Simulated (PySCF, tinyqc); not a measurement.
CIS on RHF in the sto-6g basis, frozen core, for Be, spin multiplicity 1, step by step. The lowest restricted solution is unstable here: a spin-polarised one lies 0.0017 hartree lower (PySCF). Computed by tinyqc, a small Python program that keeps every step (integrals from PySCF). Settings: charge = 0, multiplicity = 1, basis = sto-6g, method = RHF, frozen orbitals = 1, energy threshold = 1e-10, iteration cap = 74, orthogonalisation = symmetric, start = atomic densities, DIIS depth = 6. Command: `OMP_NUM_THREADS=1 python tinyqc.py 27337 27338 out.jsonl` (the two numbers bound the seeds that draw the settings). One thread of a shared host (Intel(R) Xeon(R) Processor @ 2.60GHz), about 0.06 s of CPU time with the checks. The early iterations of the SCF are left out here.

## One-electron integrals

Geometry (angstrom):
```
atom,x,y,z
Be,0.0000,0.0000,0.0000
```

Basis sto-6g: exponents (1/bohr^2) and contraction coefficients of normalised primitives:
```
element,l (shell),exponent,coefficient
Be,s (1),312.8705,0.0092
Be,s (1),57.3645,0.0494
Be,s (1),16.0485,0.1685
Be,s (1),5.5131,0.3706
Be,s (1),2.1409,0.4165
Be,s (1),0.8817,0.1303
Be,s (2),13.6332,-0.0133
Be,s (2),2.6984,-0.0470
Be,s (2),0.8387,-0.0338
Be,s (2),0.3227,0.2502
Be,s (2),0.1401,0.5951
Be,s (2),0.0642,0.2407
Be,p (3),13.6332,0.0038
Be,p (3),2.6984,0.0377
Be,p (3),0.8387,0.1739
Be,p (3),0.3227,0.4180
Be,p (3),0.1401,0.4259
Be,p (3),0.0642,0.1017
```

Overlap, kinetic and nuclear-attraction integrals over the contracted functions; the nuclear repulsion is the sum of Za Zb / Rab.

nuclear repulsion = 0 hartree

overlap S, lower triangle:
```
,1Be 1s,1Be 2s,1Be 2px,1Be 2py,1Be 2pz
1Be 1s,1.0000
1Be 2s,0.2548,1.0000
1Be 2px,0.0000,0.0000,1.0000
1Be 2py,0.0000,0.0000,0.0000,1.0000
1Be 2pz,0.0000,0.0000,0.0000,0.0000,1.0000
```

kinetic energy T (hartree), lower triangle:
```
,1Be 1s,1Be 2s,1Be 2px,1Be 2py,1Be 2pz
1Be 1s,6.7688
1Be 2s,-0.2074,0.2201
1Be 2px,0.0000,0.0000,0.6613
1Be 2py,0.0000,0.0000,0.0000,0.6613
1Be 2pz,0.0000,0.0000,0.0000,0.0000,0.6613
```

nuclear attraction V (hartree), lower triangle:
```
,1Be 1s,1Be 2s,1Be 2px,1Be 2py,1Be 2pz
1Be 1s,-14.7148
1Be 2s,-1.6507,-2.3001
1Be 2px,0.0000,0.0000,-2.3000
1Be 2py,0.0000,0.0000,0.0000,-2.3000
1Be 2pz,0.0000,0.0000,0.0000,0.0000,-2.3000
```

core Hamiltonian H = T + V (hartree), lower triangle:
```
,1Be 1s,1Be 2s,1Be 2px,1Be 2py,1Be 2pz
1Be 1s,-7.9460
1Be 2s,-1.8581,-2.0800
1Be 2px,0.0000,0.0000,-1.6387
1Be 2py,0.0000,0.0000,0.0000,-1.6387
1Be 2pz,0.0000,0.0000,0.0000,0.0000,-1.6387
```

## Two-electron integrals

Functions are numbered as in S; the eight-fold symmetry (ij|kl) = (ji|kl) = (kl|ij) leaves the list below.

Two-electron integrals (ij|kl) in chemists' order, unique and non-zero (hartree):
```
i,j,k,l,(ij|kl)
1,1,1,1,2.3000
2,1,1,1,0.3619
2,1,2,1,0.0719
2,2,1,1,0.5703
2,2,2,1,0.1397
2,2,2,2,0.4178
3,1,3,1,0.0153
3,2,3,1,0.0226
3,2,3,2,0.0923
3,3,1,1,0.5703
3,3,2,1,0.1397
3,3,2,2,0.4178
3,3,3,3,0.4501
4,1,4,1,0.0153
4,2,4,1,0.0226
4,2,4,2,0.0923
4,3,4,3,0.0243
4,4,1,1,0.5703
4,4,2,1,0.1397
4,4,2,2,0.4178
4,4,3,3,0.4016
4,4,4,4,0.4501
5,1,5,1,0.0153
5,2,5,1,0.0226
5,2,5,2,0.0923
5,3,5,3,0.0243
5,4,5,4,0.0243
5,5,1,1,0.5703
5,5,2,1,0.1397
5,5,2,2,0.4178
5,5,3,3,0.4016
5,5,4,4,0.4016
5,5,5,5,0.4501
```

## Orthogonalisation

S = U s U^T; symmetric (Loewdin) form X = U s^(-1/2) U^T, so that X^T S X = 1.

eigenvalues of S: 0.7452  1.0000  1.0000  1.0000  1.2548

X, lower triangle:
```
,1Be 1s,1Be 2s,1Be 2px,1Be 2py,1Be 2pz
1Be 1s,1.0256
1Be 2s,-0.1328,1.0256
1Be 2px,0.0000,0.0000,1.0000
1Be 2py,0.0000,0.0000,0.0000,1.0000
1Be 2pz,0.0000,0.0000,0.0000,0.0000,1.0000
```

## Iteration 3 (converged): orbitals

converged F (hartree), lower triangle:
```
,1Be 1s,1Be 2s,1Be 2px,1Be 2py,1Be 2pz
1Be 1s,-4.5407
1Be 2s,-1.2252,-0.5664
1Be 2px,0.0000,0.0000,0.2197
1Be 2py,0.0000,0.0000,0.0000,0.2197
1Be 2pz,0.0000,0.0000,0.0000,0.0000,0.2197
```

Diagonalise F' = X^T F X, C = X C', fill 2 alpha and 2 beta electrons from the bottom; D = 2 C_occ C_occ^T. Each column has its largest component positive (the first on a tie).

F' = X^T F X (hartree), lower triangle:
```
,1,2,3,4,5
1,-4.4519
2,-0.6145,-0.3420
3,0.0000,0.0000,0.2197
4,0.0000,0.0000,0.0000,0.2197
5,0.0000,0.0000,0.0000,0.0000,0.2197
```

orbital energies (hartree): MO1 -4.5418, MO2 -0.2521, MO3 0.2197, MO4 0.2197, MO5 0.2197

coefficients C:
```
,MO1,MO2,MO3,MO4,MO5
1Be 1s,0.9955,-0.2799,0.0000,0.0000,0.0000
1Be 2s,0.0170,1.0340,0.0000,0.0000,0.0000
1Be 2px,0.0000,0.0000,1.0000,0.0000,0.0000
1Be 2py,0.0000,0.0000,0.0000,1.0000,0.0000
1Be 2pz,0.0000,0.0000,0.0000,0.0000,1.0000
```

D after iteration 3, lower triangle:
```
,1Be 1s,1Be 2s,1Be 2px,1Be 2py,1Be 2pz
1Be 1s,2.1388
1Be 2s,-0.5449,2.1388
1Be 2px,0.0000,0.0000,0.0000
1Be 2py,0.0000,0.0000,0.0000,0.0000
1Be 2pz,0.0000,0.0000,0.0000,0.0000,0.0000
```

Within a degenerate level the vectors are fixed only up to a rotation; this is one choice.

## Convergence

Stop when the energy changes by less than 1e-10 hartree and every element of the error matrix X^T (F D S - S D F) X is below 3e-06.

Course of the cycle:
```
iteration,E (hartree),change,largest element of the error matrix
1,-14.596283,-,1.48e-02
2,-14.503361,9.29e-02,1.75e-15
3,-14.503361,1.78e-15,1.81e-15
```

PySCF RHF in the same basis = -14.503361 hartree

Converged in 3 iterations.

## Integrals over molecular orbitals

(pq|rs) = sum C_ip C_jq C_kr C_ls (ij|kl), one index at a time.

one-electron integrals over orbitals h = C^T H C (hartree), lower triangle:
```
,1,2,3,4,5
1,-7.9387
2,0.2737,-1.7707
3,0.0000,0.0000,-1.6387
4,0.0000,0.0000,0.0000,-1.6387
5,0.0000,0.0000,0.0000,0.0000,-1.6387
```

Two-electron integrals over orbitals (pq|rs), unique and non-zero (hartree); the lowest 1 orbital is frozen and left out:
```
p,q,r,s,(pq|rs)
2,2,2,2,0.4056
3,2,3,2,0.0869
3,3,2,2,0.4105
3,3,3,3,0.4501
4,2,4,2,0.0869
4,3,4,3,0.0243
4,4,2,2,0.4105
4,4,3,3,0.4016
4,4,4,4,0.4501
5,2,5,2,0.0869
5,3,5,3,0.0243
5,4,5,4,0.0243
5,5,2,2,0.4105
5,5,3,3,0.4016
5,5,4,4,0.4016
5,5,5,5,0.4501
```

## CIS matrix, singlets

A(ia,jb) = (e_a - e_i) d_ij d_ab + 2 (ia|jb) - (ij|ab).

CIS matrix A, singlet (hartree), lower triangle:
```
,2>3,2>4,2>5
2>3,0.2350
2>4,0.0000,0.2350
2>5,0.0000,0.0000,0.2350
```

## CIS singlet states

dipole integrals <i|r|a> (bohr):
```
,x,y,z
2>3,1.2637,0.0000,0.0000
2>4,0.0000,1.2637,0.0000
2>5,0.0000,0.0000,1.2637
```

Diagonalise A (1 hartree = 27.211386 eV); each vector has its largest component positive (the first on a tie). The transition dipole is mu = sqrt2 sum c_ia <i|r|a>.

singlet excitation energies (eV): 6.3952  6.3952  6.3952

lowest vectors:
```
,state 1,state 2,state 3
2>3,1.0000,0.0000,0.0000
2>4,0.0000,1.0000,0.0000
2>5,0.0000,0.0000,1.0000
```

oscillator strengths 2/3 w |mu|^2: 0.5004  0.5004  0.5004

Within a degenerate level the vectors are fixed only up to a rotation; this is one choice.

## CIS matrix, triplets

A(ia,jb) = (e_a - e_i) d_ij d_ab - (ij|ab).

CIS matrix A, triplet (hartree), lower triangle:
```
,2>3,2>4,2>5
2>3,0.0613
2>4,0.0000,0.0613
2>5,0.0000,0.0000,0.0613
```

## CIS triplet states

Diagonalise A (1 hartree = 27.211386 eV); each vector has its largest component positive (the first on a tie).

triplet excitation energies (eV): 1.6680  1.6680  1.6680

lowest vectors:
```
,state 1,state 2,state 3
2>3,1.0000,0.0000,0.0000
2>4,0.0000,1.0000,0.0000
2>5,0.0000,0.0000,1.0000
```

Within a degenerate level the vectors are fixed only up to a rotation; this is one choice.
